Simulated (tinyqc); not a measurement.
Inside a calculation. Model: rapid thermal processing of a wafer: radiative balance, ramp and cooling, pattern effects, pyrometer error and spike budget. Computed by tinyqc, a small Python program that keeps every step. Command: `OMP_NUM_THREADS=1 python tinyqc.py 3111222 3111223 out.jsonl rtp walk`. One thread of a shared host (Intel(R) Xeon(R) Processor @ 2.30GHz), about 0.04 s of CPU time with the checks. Intermediate numbers are printed to about 5 digits and carried at full precision; extremes and crossings named in words are read from the listed rows.

The wafer is opaque and uniform through its thickness unless said otherwise; temperatures in formulas are in kelvin (C + 273.15). sigma = 5.670374419e-12 W/(cm^2 K^4).

Inputs (values chosen for the exercise, modelled on a hot silicon wafer):

| quantity | value | unit |
|---|---|---|
| wafer thickness d | 775 | micrometre |
| heat capacity per volume C | 2.29 | J/(cm^3 K) |
| thermal conductivity k | 0.24 | W/(cm K) |
| emissivity eps of each face | 0.63 | - |
| reflectivity of the chamber walls r | 0.55 | - |
| gas heat-transfer coefficient h, both faces together | 1.8 | mW/(cm^2 K) |
| wall temperature T_w | 500 | K |
| process temperature | 1140 | C |
| starting temperature | 550 | C |
| ramp rate | 39 | K/s |
| relative change of absorptivity over a pattern | 2 | % |
| period of the pattern | 4.7 | mm |
| pyrometer wavelength | 0.95 | micrometre |
| error of the assumed emissivity | 6.9 | % |
| activation energy of the process E_a | 1.24 | eV |

Constants: k_B = 8.617333262e-05 eV/K; h = 6.62607015e-34 J s; c = 299792458 m/s; k_B = 1.380649e-23 J/K.

## Power to hold and to ramp

Effective emissivity between parallel grey plates: eps_eff = 1/(1/eps + 1/(1 - r) - 1). Loss per area q(T) = 2 eps_eff sigma (T^4 - T_w^4) + h (T - T_w). Absorbed power during a ramp = q(T) + C d x ramp rate; thermal time constant tau = C d/(dq/dT), dq/dT = 8 eps_eff sigma T^3 + h; natural cooling rate q/(C d); front-to-back difference under one-sided heating at the end of the ramp = (absorbed power) d/(2 k).

eps_eff = 0.35593

holding power q = 17.489 W/cm^2

power at the end of the ramp = 24.411 W/cm^2

dq/dT = 47.365 mW/(cm^2 K)

time constant tau = 3.7469 s

natural cooling rate = 98.544 K/s

front-to-back difference = 3.9413 K

Radiation carries 91 % of the loss. The ramp needs 1.4 times the holding power.

## Cooling curve

Cooling with the lamps off: C d dT/dt = -q(T), integrated adaptively (relative tolerance 1e-10).

Lamps off at t = 0:

| t (s) | T (C) | cooling rate (K/s) |
|---|---|---|
| 0.37 | 1105.2 | 89.591 |
| 0.75 | 1072.7 | 81.782 |
| 1.50 | 1016.2 | 69.447 |
| 2.60 | 947.5 | 56.375 |
| 3.70 | 890.8 | 47.064 |
| 5.60 | 812.6 | 36.127 |
| 9.40 | 701.3 | 23.896 |
| 15.00 | 594.8 | 15.218 |

The rate falls from 98.5 K/s at t = 0 to 15.2 K/s in the last row.

## Thermal budget of a spike

Spike anneal: linear ramp to the peak, then lamps off. Equivalent time at the peak = int exp(-(E_a/k_B)(1/T - 1/T_peak)) dt; estimate (k_B T^2/E_a)(1/ramp rate + 1/cooling rate). The ramp part uses 4000 trapezoid steps, the cooling part 4000 steps over 4 tau. Time within 50 K of the peak from the same curves.

equivalent time, ramp = 3.0094 s

equivalent time, cooling = 1.6725 s

equivalent time, total = 4.6819 s

estimate = 4.9668 s

time within 50 K of the peak = 1.8258 s

Cooling supplies 36 % of the budget.

## What a faster ramp buys

The formulas are those given above.

Against the ramp rate:

| ramp (K/s) | ramp part (s) | cooling part (s) | total (s) | power at the peak (W/cm^2) |
|---|---|---|---|---|
| 10 | 11.737 | 1.6725 | 13.409 | 19.26 |
| 25 | 4.695 | 1.6725 | 6.367 | 21.93 |
| 50 | 2.347 | 1.6725 | 4.020 | 26.36 |
| 100 | 1.174 | 1.6725 | 2.846 | 35.24 |
| 250 | 0.469 | 1.6725 | 2.142 | 61.86 |
| 500 | 0.235 | 1.6725 | 1.907 | 106.23 |
| 1000 | 0.117 | 1.6725 | 1.790 | 194.96 |

From 10 to 100 K/s the total falls by a factor 4.7, from 100 to 1000 K/s by 1.59: the cooling part, 1.67 s, is a floor, and the natural cooling rate here is 98.5 K/s.

## Pattern effect

At steady state a sinusoidal change of absorbed power of relative amplitude a and period p gives the temperature amplitude a q/(dq/dT + k d (2 pi/p)^2); healing length l = sqrt(k d/(dq/dT)); process change = E_a dT/(k_B T^2). Emissivity is taken as unchanged.

healing length l = 6.2665 mm

amplitude without lateral conduction = 7.3847 K

amplitude = 0.10375 K

change of the process rate = 0.074756 %

Lateral conduction cuts the amplitude to 1.4 %, since p/(2 pi l) = 0.12.

## Pyrometer error

Signal proportional to eps/(exp(c2/(lambda T)) - 1), c2 = h c/k_B. If the assumed emissivity is too high by the given error, the reading T' solves (1 + error)/(exp(c2/(lambda T')) - 1) = 1/(exp(c2/(lambda T)) - 1). Wien estimate: T' - T = -lambda T^2 ln(1 + error)/c2. Process rates go as exp(-E_a/(k_B T)).

c2 = 14388 micrometre K

c2/(lambda T) = 10.717

reading less true temperature = -8.7434 K

Wien estimate = -8.7980 K

rate at T over rate at T', less 1 = 6.5447 %

Checks made by the program: cooling time against quadrature of C d dT/q (relative difference 3e-08).
